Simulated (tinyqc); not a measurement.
Thin-body transistor below threshold, two-dimensional Poisson equation on a small mesh: one step of the calculation.

A thin body on a thick buried insulator of low permittivity, taken as carrying no normal field at the bottom of the body (row 0). Mobile charge is neglected (subthreshold), the body is fully depleted, and potentials are counted from the intrinsic level; rows run upward to the gate, columns from source to drain.

Question. Coefficients of the five-point equations. Mesh: rows i = 0..2 in the semiconductor (step hs = tb/2, row 2 on the interface), then 1 step(s) ho = tox/1 up to the gate row 3; columns j = 0..5 (step hy = L/5). Box integration, divided by eps0: up_i = eps hy/h of the interval above row i, dn_i = that of the interval below (0 for row 0), lat_i = (sum of eps h/2 over the intervals above and below)/hy, s_i = -q Na w_i hy/eps0 with w_i the semiconductor height of the box (hs/2 for row 0 and the interface row, hs between, 0 in the insulator). Each free node obeys (up + dn + 2 lat) psi = up psi(above) + dn psi(below) + lat [psi(left) + psi(right)] + s.

Inputs (values chosen for the exercise); semiconductor permittivity close to that of silicon: relative permittivity of the semiconductor eps_r = 11.5; relative permittivity of the insulator eox = 9; body thickness tb = 6 nm; insulator thickness tox = 4 nm; channel length L = 46 nm; acceptor density of the depleted body Na = 0 cm^-3.

Constants: q = 1.602176634e-19 C, eps0 = 8.8541878128e-14 F/cm where lengths are in cm. Results are converted to the units shown.

Find: up; dn; lat; s.

Answer.

```
row     up     dn    lat  s (V)
0    35.27      0  1.875      0
1    35.27  35.27  3.750      0
2    20.70  35.27  3.832      0
```

Program tinyqc, `OMP_NUM_THREADS=1 python tinyqc.py 2480122 2480123 out.jsonl`; Intel Xeon 2.30GHz, shared host, one thread, about 0.1 s.
